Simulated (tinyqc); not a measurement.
# Floating body of a partially depleted SOI transistor: body voltage and kink: effects of single changes

Source at 0 V. Channel current Ic = 2 nf K Vt^2 [F(0) - F(Vd)](1 + la Vd), F(V) = ln^2(1 + exp((Vg - VT - nf V)/(2 nf Vt))), VT = VT0 - gb Vb. Saturation voltage Vs = 2 Vt sqrt(F(0)) + 3 Vt, excess Ve = (Vd - Vs + sqrt((Vd - Vs)^2 + 0.0004 V^2))/2, multiplication M1 = Ai Ve exp(-Bl/Ve). Each junction passes D(v) = J1 (exp(v/Vt) - 1) + J2 (exp(v/(2 Vt)) - 1). Bipolar current Ib = bb J1 (exp(Vb/Vt) - 1). The body settles where M1 (Ic + Ib) = D(Vb) + D(Vb - Vd) + Vb/Rb; drain current Id = (1 + M1)(Ic + Ib) - D(Vb - Vd).

Values chosen for this exercise; values of the order met in partially depleted silicon-on-insulator transistors: temperature T = 300 K; threshold at zero body voltage VT0 = 0.49 V; fall of the threshold per volt of body voltage gb = 0.13; slope factor nf = 1.36; gain factor per width K = 310 uA/(V^2 um); channel-length modulation factor la = 0.04 1/V; impact-ionisation prefactor Ai = 2.3 1/V; impact-ionisation voltage Bl = 6.1 V; diffusion saturation current of each junction J1 = 5.7e-13 uA/um; recombination saturation current of each junction J2 = 2.8e-8 uA/um; gain of the lateral bipolar transistor on the diffusion current bb = 1; resistance of a weak body tie to the source (1e9 stands for no tie, and the term is then dropped) Rb = 1e9 kohm um; gate voltage Vg = 0.68 V; drain voltage Vd = 1.5 V.

Constants: q = 1.602176634e-19 C, kB = 1.380649e-23 J/K, Vt = kB T/q. Results are converted to the units shown.

Each table varies one quantity; the others keep the values above.

## Output curve and kink

Rows with more than one solution for Vb (latch) are left out; dId/dVd by a forward difference over 1e-4 V, swing = 1e-4 V over the change of log10 Id; M1 under 1e-12 is printed as 0.

Results:
```
Vd (V)  Vb (V)        M1  Id, floating (uA/um)  Id, grounded (uA/um)  ratio  dId/dVd, floating (uS/um)  dId/dVd, grounded (uS/um)
0.8     0.4254  1.567e-5                 7.201                 4.453  1.617                      7.938                     0.1758
1       0.5636  3.834e-4                 8.323                 4.490  1.854                      3.857                     0.2091
1.2     0.6278  0.002833                 8.952                 4.542  1.971                      2.741                     0.3217
1.4     0.6672   0.01098                 9.503                 4.626  2.054                      2.927                     0.5422
1.6     0.6950   0.02930                 10.18                 4.765  2.136                      3.980                     0.8667
1.8     0.7165   0.06183                 11.15                 4.978  2.240                      5.880                      1.273
2.2     0.7493    0.1803                 14.79                 5.675  2.606                      13.41                      2.231
```

Estimate the missing row, Vd = 2 V.

Computed row:
```
Vd (V)  Vb (V)      M1  Id, floating (uA/um)  Id, grounded (uA/um)  ratio  dId/dVd, floating (uS/um)  dId/dVd, grounded (uS/um)
2       0.7341  0.1116                 12.60                 5.278  2.387                      8.835                      1.736
```

With this row back in the table: Vb rises from 0.425 to 0.749 V and the ratio of the currents rises from 1.62 to 2.61. The output conductance with a floating body exceeds the grounded value by the largest factor among the rows, 45.2, at Vd = 0.8 V, where Vb = 0.425 V and M1 = 1.57e-5.

## Transfer curve and swing

Same model as above.

Result of one run:
columns A: Vg (V); B: Vb (V); C: M1; D: Id, floating (uA/um); E: Id, grounded (uA/um); F: ratio; G: swing, floating (mV/decade); H: swing, grounded (mV/decade)
```
A          B        C         D         E      F      G      H
0.14  0.2443  0.04483  7.239e-5  2.947e-5  2.456  66.26  81.31
```

What becomes of these results when the gate voltage Vg is changed from 0.14 to 0.64 V, all else the same?

Result of the changed run:
columns A: Vg (V); B: Vb (V); C: M1; D: Id, floating (uA/um); E: Id, grounded (uA/um); F: ratio; G: swing, floating (mV/decade); H: swing, grounded (mV/decade)
```
A          B        C      D      E      F      G      H
0.64  0.6778  0.02140  7.276  3.096  2.350  286.3  204.7
```

The whole series:
columns A: Vg (V); B: Vb (V); C: M1; D: Id, floating (uA/um); E: Id, grounded (uA/um); F: ratio; G: swing, floating (mV/decade); H: swing, grounded (mV/decade)
```
A           B         C         D         E      F      G      H
0.04  0.08983   0.04490  2.427e-6  1.750e-6  1.387  71.83  82.34
0.14   0.2443   0.04483  7.239e-5  2.947e-5  2.456  66.26  81.31
0.24   0.4175   0.04441  0.002251  4.953e-4  4.545  68.74  82.12
0.34   0.5485   0.04252   0.05071  0.007816  6.488  82.05  85.61
0.44   0.6211   0.03732    0.5582   0.09931  5.621  117.1  98.37
0.54   0.6590   0.02934     2.691    0.7633  3.526  187.3  134.6
0.64   0.6778   0.02140     7.276     3.096  2.350  286.3  204.7
0.74   0.6864   0.01485     14.35     7.828  1.833  399.2  301.1
0.84   0.6891  0.009834     23.80     15.05  1.582  516.5  410.3
```

Vb rises from 0.0898 to 0.689 V. The smallest swing among the rows is 66.3 mV a decade with a floating body (at Vg = 0.14 V) and 81.3 with a grounded one; Vt ln 10 = 59.5. The floating swing is smaller by more than 3 % for Vg = 0.04, 0.14, 0.24, 0.34 V, where the rising Vb lowers the threshold as Vg rises. In the first row the floating body raises the current by a factor of 1.39.

Range of the model: The multiplication law is an empirical form chosen for the exercise; self-heating and capacitive coupling to the body are left out, and the linear laws are rough once Vb passes about 0.7 V or M1 about 0.1.

Numbers from tinyqc (`OMP_NUM_THREADS=1 python tinyqc.py 2182048 2182049 out.jsonl`; about 0.2 s on one thread of a shared Intel Xeon 2.30GHz).
